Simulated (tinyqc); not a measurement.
On-chip interconnect, size-dependent resistivity and RC delay: course in time.

A rectangular line between two neighbours and two ground planes. Surface and grain-boundary scattering are added to the bulk resistivity as corrections; capacitances are parallel-plate values without fringing; inductance is ignored.

4 equal pi sections: series Rs = r Lw/4; node capacitances c Lw/4, halved at nodes 0 and 4, with Cl added to node 4; Rd feeds node 0. Elmore delay of node k: the sum, over the resistors on the path to k, of resistance times all capacitance downstream of it.

A 1 V step is applied behind Rd at t = 0. C dv/dt = -G v + b, with G the conductance matrix of the ladder (1/Rs between neighbours, 1/Rd added at node 0) and b = (1 V/Rd, 0, ...). Trapezoidal step: (C/dt + G/2) v(new) = (C/dt - G/2) v + b. The last column solves the same ladder exactly by its modes.

Inputs (values chosen for the exercise):
- Rd = 420 ohm (driver resistance)
- dt = 31 ps (time step)

Rs = 2732.70 ohm
C, node 0 to 4 (fF): 3.76524  7.53049  7.53049  7.53049  3.89524

Voltages (V):
```
t (ps)  node 0   node 2   node 4  node 4, exact
31.000  1.6607  0.18751  0.04065        0.04461
62.000  0.3526  0.42297  0.17144        0.18717
93.000  1.4646  0.51127  0.33527        0.33488
124.00  0.5488  0.61138  0.46241        0.46041
155.00  1.3282  0.68508  0.56410        0.56305
186.00  0.6842  0.74390  0.64838        0.64631
217.00  1.2322  0.79487  0.71509        0.71373
248.00  0.7787  0.83210  0.76988        0.76830
279.00  1.1642  0.86605  0.81375        0.81247
310.00  0.8449  0.89007  0.84944        0.84822
341.00  1.1161  0.91247  0.87821        0.87715
372.00  0.8912  0.92804  0.90151        0.90057
```

What does the comparison show?

The far end of the ladder reaches 0.5 V at 135.2 ps, 0.756 of its Elmore delay (ln 2 = 0.693 for a single pole); the slowest mode has a time constant of 146.6 ps. The largest error of the trapezoidal steps at that node is 16 mV. Node 0 swings up and down from step to step: the trapezoidal rule does not damp modes much faster than dt, so these swings are numerical.

Range of the model: The metal width is under the mean free path, where the thick-limit surface term and the simple sum of corrections lose accuracy.

Numbers from tinyqc (`OMP_NUM_THREADS=1 python tinyqc.py 2100064 2100065 out.jsonl`; about 0.01 s on one thread of a shared Intel Xeon 2.30GHz).
